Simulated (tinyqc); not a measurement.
Band edges of strained Si(1-x)Ge(x) on relaxed Si(1-y)Ge(y), step by step. Values are carried at full precision from step to step, so a last printed digit may differ when a step is redone from the rounded ones.

Values are linear in the Ge fraction but for ED(x) = linear - CD x (1 - x) and a(x) = linear - Ca x (1 - x). Energies are on the common scale of Ev.

Parameters, chosen for this exercise (end members near Si and Ge, in this order; not measured data):
- a = (5.427, 5.652) angstrom (lattice constant)
- Dso = (0.044, 0.287) eV (spin-orbit splitting)
- av = (2.48, 1.23) eV (valence hydrostatic potential)
- b = (-2.11, -2.51) eV (tetragonal shear potential)
- d = (-4.85, -5.28) eV (trigonal shear potential)
- C11 = (164.2, 129) GPa
- C12 = (63.8, 48.7) GPa
- C44 = (80.4, 66.8) GPa
- Ev = (0, 0.62) eV (top of the unstrained valence band)
- ED = (1.16, 0.925) eV (gap to the Delta valleys)
- EL = (2.006, 0.738) eV (gap to the L valleys)
- aD = (1.84, 1.39) eV (hydrostatic potential of the Delta gap)
- aL = (-2.96, -2.59) eV (hydrostatic potential of the L gap)
- XuD = (8.92, 9.64) eV (uniaxial potential, Delta)
- XuL = (16.31, 15.23) eV (uniaxial potential, L)
- CD = 0.182 eV (bowing of the Delta gap)
- Ca = 0 angstrom (bowing of the lattice constant)
- x = 0.17 (Ge fraction of the layer)
- y = 0 (Ge fraction of the relaxed buffer)
- face = 001 (growth face)

## Values of the layer and the buffer

Interpolate at x and at y.

Interpolated values (a in angstrom, C11, C12, C44 in GPa, all else in eV):

| symbol | layer | buffer |
|---|---|---|
| a | 5.46525 | 5.42700 |
| Dso | 0.08531 | 0.04400 |
| av | 2.26750 | 2.48000 |
| b | -2.17800 | -2.11000 |
| d | -4.92310 | -4.85000 |
| C11 | 158.21600 | 164.20000 |
| C12 | 61.23300 | 63.80000 |
| C44 | 78.08800 | 80.40000 |
| Ev | 0.10540 | 0.00000 |
| ED | 1.09437 | 1.16000 |
| EL | 1.79044 | 2.00600 |
| aD | 1.76350 | 1.84000 |
| aL | -2.89710 | -2.96000 |
| XuD | 9.04240 | 8.92000 |
| XuL | 16.12640 | 16.31000 |

## Strain of the layer on a (001) buffer

Coherent growth on a (001) face: e_par = (a(y) - a(x))/a(x), e_perp = -2 (C12/C11) e_par; exx = eyy = e_par, ezz = e_perp, no shear.

Use the elastic constants of the layer.

e_par = -0.006999
e_perp = 0.005417

strain tensor in the cubic axes:
```
           x          y         z
x  -0.006999   0.000000  0.000000
y   0.000000  -0.006999  0.000000
z   0.000000   0.000000  0.005417
```

The layer is under compression in the plane; its volume changes by -0.858 %.

## Conduction valleys of the layer

A valley with unit axis u lies at Ev + gap + (av + a_valley) tr(e) + Xu (u.e.u - tr(e)/3); the Delta axes are x, y, z and the L axes [111], [1-1-1], [-11-1], [-1-11]. The second-order shift of the Delta valleys under shear is left out; it lowers the pair normal to the sheared plane by tens of meV at a shear of 1 %.

Give the hydrostatic shifts, the uniaxial shifts and the edges.

hydrostatic shifts of Delta and L (eV): -0.0346  0.0054

uniaxial shifts (eV): Delta x -0.0374, Delta y -0.0374, Delta z 0.0748, L [111] 0.0000, L [1-1-1] 0.0000, L [-11-1] 0.0000, L [-1-11] 0.0000

valley edges (eV): Delta x 1.1278, Delta y 1.1278, Delta z 1.2400, L [111] 1.9012, L [1-1-1] 1.9012, L [-11-1] 1.9012, L [-1-11] 1.9012

The lowest set is Delta4 (the digit counts whole valleys) at 1.1278 eV; the Delta valleys spread over 112 meV and the L valleys over 0 meV.

## Valence edges of the layer

Valence edges: Ev plus the levels of the 6 x 6 matrix of X, Y, Z times spin with -Dso/3 + l exx + m (eyy + ezz) on the diagonal (cyclic), n exy off it, l = av + 2 b, m = av - b, n = sqrt(3) d. Spin-orbit term (Dso/3) L.sigma on X, Y, Z with (L_k)_ij = -i epsilon_kij: <X+|H|Y+> = -i Dso/3, <X+|H|Z-> = Dso/3, <Y+|H|Z-> = -i Dso/3, <Z+|H|X-> = -Dso/3, <Z+|H|Y-> = i Dso/3, <X-|H|Y-> = i Dso/3, and their conjugates; + and - are the spin along z.

Give the strain block and the three twofold edges.

strain block (eV), lower triangle:
```
        X       Y        Z
X  0.0076
Y       0  0.0076
Z       0       0  -0.0735
```

edges from the top (eV): 0.1130  0.0778  -0.0183

The top two edges are split by 35 meV.

## Gap and offsets against the buffer

Buffer: Ev(y) and Ec = Ev(y) + min(ED, EL). dEc = Ec(buffer) - Ec(layer), dEv = Ev(layer) - Ev(buffer); positive values confine the carrier in the layer; type I if both have one sign.

gap of the strained layer = 1.0148 eV
gap of the buffer = 1.1600 eV
dEc = 0.0322 eV
dEv = 0.1130 eV

Type I: electrons collect in the layer (32 meV) and holes in the layer (113 meV). The relaxed layer would have a gap of 1.094 eV, so strain has moved it by -80 meV. An offset this small is within the spread of published parameter sets, so the type is not settled by this model.

## Checks

- Mean of the three Delta edges against the hydrostatic shift alone (eV): both 1.16518.

(tinyqc, `OMP_NUM_THREADS=1 python tinyqc.py 1050225 1050226 out.jsonl`, Intel(R) Xeon(R) Processor @ 2.30GHz, 1 thread, shared host, about 0.02 s.)
